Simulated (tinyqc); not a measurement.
Long-channel MOSFET, surface-potential model: potential, charge and velocity along the channel.

n-channel transistor on a uniformly doped p-type body, gradual-channel approximation, constant mobility, Boltzmann statistics, full ionisation. Potentials are counted from the neutral body; V is the electron quasi-Fermi potential, Vsb at the source and Vsb + Vds at the drain. Charges are magnitudes per area.

ni = sqrt(Nc Nv) exp(-Eg/(2 Vt)), Eg in volts; phiF = Vt ln(Na/ni); Cox = eps0 eox/tox; gamma = sqrt(2 q eps0 eps_r Na)/Cox. The surface potential psi at channel potential V solves Vgs + Vsb - Vfb - psi = gamma sqrt(G), G = psi - Vt + Vt exp((psi - 2 phiF - V)/Vt). Charge sheet: Qi = Cox gamma [sqrt(G) - sqrt(psi - Vt)]; I = mu (W/L) [integral of Qi dpsi from psi_0 to psi_L (drift) + Vt (Qi0 - QiL) (diffusion)], with psi_0 at V = Vsb and psi_L at V = Vsb + Vds. The current is the same at every point, so the place y where the channel potential is Vsb + v follows from y/L = I(Vds = v)/I(Vds); the mean carrier velocity is I/(W Qi).

Values chosen for this exercise; material values close to those of silicon: temperature T = 300 K; band gap Eg = 1.14 eV; relative permittivity of the semiconductor eps_r = 11.5; conduction-band density of states at T Nc = 2.74e19 cm^-3; valence-band density of states at T Nv = 2.66e19 cm^-3; acceptor density of the body Na = 1.2e16 cm^-3; relative permittivity of the gate insulator eox = 24.6; insulator thickness tox = 44 nm; flat-band voltage Vfb = -0.35 V; channel mobility mu = 190 cm^2/(V s); gate width W = 2 um; gate length L = 0.5 um; source-body reverse bias Vsb = 0 V; gate-source voltage Vgs = 0.91 V; drain-source voltage Vds = 0.5 V.

Constants: q = 1.602176634e-19 C, kB = 1.380649e-23 J/K, Vt = kB T/q, eps0 = 8.8541878128e-14 F/cm where lengths are in cm. Results are converted to the units shown.

Along the channel:
```
v (V)  psi (V)  Qi (nC/cm^2)     y/L  velocity (cm/s)
0.048   0.9295         104.1  0.2889          6.663e5
0.096   0.9694         83.09  0.5233          8.352e5
0.143    1.007         63.25  0.7023          1.097e6
0.191    1.043         44.16  0.8359          1.572e6
0.239    1.076         26.92  0.9241          2.578e6
0.287    1.103         12.86  0.9732          5.395e6
0.334    1.119         4.183  0.9932          1.659e7
0.382    1.126        0.8537  0.9988          8.129e7
```

What do the numbers show?

Half of the listed voltage range, v = 0.191 V, is reached at y/L = 0.836. The charge falls from 104 to 0.854 nC/cm^2 over the rows, so the velocity rises by a factor of 122 to keep the current constant. The last velocity exceeds 1e7 cm/s, a usual saturation velocity, so constant mobility fails there.

Program tinyqc, `OMP_NUM_THREADS=1 python tinyqc.py 2360031 2360032 out.jsonl`; Intel Xeon 2.30GHz, shared host, one thread, about 0.03 s.
